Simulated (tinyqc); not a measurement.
Undoped gate-all-around wire MOSFET, analytic charge model: one step of the calculation.

An undoped round wire of radius R under an insulator shell and a surrounding gate; long channel, electrons only, n = ni exp((psi - V)/Vt) with V the quasi-Fermi potential (0 at the source, Vd at the drain), constant mobility, no quantisation. The radial Poisson equation gives n(r) = n(0)/(1 - (1 - b) r^2/R^2)^2 with b = Q0/(Q + Q0). Q is the electron charge per area of the wire surface.

Problem. Constants of the wire. ni = sqrt(Nc Nv) exp(-Eg/(2 Vt)), Eg in volts; Cox = eps0 eox/(R ln(1 + tox/R)); Q0 = 4 eps0 eps_r Vt/R; V0 = dphi + Vt ln[8 eps0 eps_r Vt/(q ni R^2)].

Inputs (values chosen for the exercise); material values close to those of silicon: temperature T = 300 K; band gap Eg = 1.14 eV; relative permittivity of the semiconductor eps_r = 11.8; conduction-band density of states at T Nc = 2.85e19 cm^-3; valence-band density of states at T Nv = 2.63e19 cm^-3; relative permittivity of the gate insulator eox = 7.62; insulator thickness tox = 1.5 nm; wire radius R = 8 nm; gate work function less that of the intrinsic body dphi = 0.05 V.

Constants: q = 1.602176634e-19 C, kB = 1.380649e-23 J/K, Vt = kB T/q, eps0 = 8.8541878128e-14 F/cm where lengths are in cm. Results are converted to the units shown.

Give: ni; Cox; Q0; V0.

Solution.

ni = 7.275e9 cm^-3
Cox = 4.908 uF/cm^2
Q0 = 135.1 nC/cm^2
V0 = 0.5537 V

Program tinyqc, `OMP_NUM_THREADS=1 python tinyqc.py 2460127 2460128 out.jsonl`; Intel Xeon 2.30GHz, shared host, one thread, about 0.04 s.
